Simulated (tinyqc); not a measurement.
Random telegraph noise from one oxide trap in a small MOSFET: one step of the calculation.

An acceptor-like trap exchanges electrons with the channel. Inversion charge Q = Cox u, u = n Vt W0(exp((Vg - VT)/(n Vt))), W0 the Lambert function, n = nf, Cox = eps0 eox/tox; linear regime Id = (W/L) mu Q Vd. Relative to threshold the surface potential rises by Vt ln(u/u0) and the oxide voltage by the rest of Vg - VT, with u0 = n Vt W0(1).

Question. Step height. A = W L; threshold step dV = q (1 - xt/tox)/(Cox A); gm/Id = 1/(u + n Vt); relative step dI/I = (gm/Id) dV + asc mu/A. Id as defined.

Inputs (values chosen for the exercise); values of the order met in silicon transistors:

| symbol | value | unit | meaning |
|---|---|---|---|
| T | 350 | K | temperature |
| eox | 3.9 |  | relative permittivity of the gate insulator (close to silicon dioxide) |
| tox | 1.1 | nm | insulator thickness |
| xt | 0.34 | nm | depth of the trap from the channel interface |
| nf | 1.12 |  | body factor |
| W | 86 | nm | gate width |
| L | 23 | nm | gate length |
| mu | 210 | cm^2/(V s) | mobility |
| asc | 0 | V s | scattering coefficient of the charged trap |
| Vd | 0.1 | V | drain voltage |

Constants: q = 1.602176634e-19 C, kB = 1.380649e-23 J/K, Vt = kB T/q, eps0 = 8.8541878128e-14 F/cm where lengths are in cm. Results are converted to the units shown.

u = 0.42450134 V
N = 8.3174332e12 cm^-2

Wanted: electrons in the channel N A; dV; gm/Id; number part of dI/I; dI/I; Id; dI.

Answer.

electrons in the channel N A = 164.5
dV = 1.783 mV
gm/Id = 2.182 1/V
number part of dI/I = 0.3890 %
dI/I = 0.3890 %
Id = 104.6 uA
dI = 407.0 nA

Range of the model: VT is taken as given; short-channel effects and the uneven flow of current among few electrons are left out.

tinyqc, about 0.01 s, one thread, Intel Xeon 2.30GHz (shared host): `OMP_NUM_THREADS=1 python tinyqc.py 2710154 2710155 out.jsonl`
